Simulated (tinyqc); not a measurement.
Exact and approximate surface terms: size effects in the resistivity of thin metal films and interconnect lines. Computed by tinyqc, a small Python program. Command: `OMP_NUM_THREADS=1 python tinyqc.py 3030344 3030345 out.jsonl size walk`. One thread of a shared host (Intel(R) Xeon(R) Processor @ 2.30GHz), about 0.01 s of CPU time with the checks.

Electrons lose their drift at surfaces (a share 1 - p of the hits) and at grain boundaries (reflection R), besides bulk scattering.

Inputs (values chosen for the exercise, modelled on iridium): bulk mean free path lambda = 6.8 nm; specularity p = 0.29.

Geometry: film.

Method. Fuchs-Sondheimer film: rho_b/rho = 1 - (3/(2 kappa))(1 - p) int_0^1 (s - s^3)(1 - exp(-kappa/s))/(1 - p exp(-kappa/s)) ds, f = rho/rho_b, kappa = thickness/lambda, 80 Gauss-Legendre points. Thick-film form 1 + 3 (1 - p)/(8 kappa); thin-film form (4/3)((1 - p)/(1 + p))/(kappa ln(1/kappa)).

Rho/rho_b:
```
kappa  h (nm)   exact  thick-film form  thin-film form
0.01    0.068  17.073           27.625          15.935
0.02    0.136  10.134           14.312           9.379
0.05     0.34   5.340            6.325           4.899
0.1      0.68   3.457            3.663           3.187
0.2      1.36   2.368            2.331           2.280
0.5       3.4   1.601            1.532               -
1         6.8   1.306            1.266               -
2        13.6   1.149            1.133               -
5          34   1.056            1.053               -
10         68   1.027            1.027               -
```

What does the comparison show, and why?

The thick-film form is within 5 % down to kappa = 0.2; at kappa = 0.01 it is 1.62 times the exact value and the thin-film form 0.93 times. The resistivity doubles between 1.36 and 3.40 nm. Rows thinner than about 5 nm only illustrate the formulas.

Extremes, crossings and ranges named in words are read from the listed rows.
